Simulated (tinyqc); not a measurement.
Admittance spectroscopy of a deep trap: one step of the calculation.

Schottky contact on an n-type layer with shallow donors Nd (all ionised) and a donor-like deep trap, neutral when filled and positive when empty; depletion approximation. Traps within lam of the depletion edge stay filled. The traps at xt = W - lam, where the level crosses the Fermi level, follow a slow signal and not a fast one. w = 2 pi f.

Question. Admittance at the signal frequency. Emission rate en = sn vth(T) Nc(T) exp(-Et/kB T) = sn g T^2 exp(-Et/kB T), g = vth Nc/(300 K)^2, as vth goes as T^0.5 and Nc as T^1.5 (degeneracy factor 1). Inflection frequency w0 = 2 en [1 + Nt xt/(Nd W)]; C = C_HF + (C_LF - C_HF)/(1 + (w/w0)^2), G/w = (C_LF - C_HF)(w/w0)/(1 + (w/w0)^2).

Values chosen for this exercise; material values close to those of silicon:

| symbol | value | unit | meaning |
|---|---|---|---|
| Nc | 2.8e19 | cm^-3 | conduction-band density of states at 300 K |
| vth | 2.3e7 | cm/s | thermal velocity at 300 K |
| Nd | 1.1e15 | cm^-3 | shallow donor density |
| Et | 0.19 | eV | depth of the trap below the conduction edge |
| sn | 9.5e-16 | cm^2 | capture cross-section |
| Nt | 1.4e15 | cm^-3 | trap density |
| f | 1300 | Hz | signal frequency |
| T | 131 | K | temperature |

Constants: q = 1.602176634e-19 C, kB = 1.380649e-23 J/K. Results are converted to the units shown.

W = 1300.6989 nm
xt = 979.09316 nm
C_HF = 7.8283423 nF/cm^2
C_LF = 9.0864885 nF/cm^2

Find: en; w0/(2 pi); C; G/w.

Answer.

en = 5719 1/s
w0/(2 pi) = 3564 Hz
C = 8.939 nF/cm^2
G/w = 0.4050 nF/cm^2

The signal is slower than the trap, which mostly follows it.

Program tinyqc, `OMP_NUM_THREADS=1 python tinyqc.py 2050141 2050142 out.jsonl`; Intel Xeon 2.30GHz, shared host, one thread, about 0.01 s.
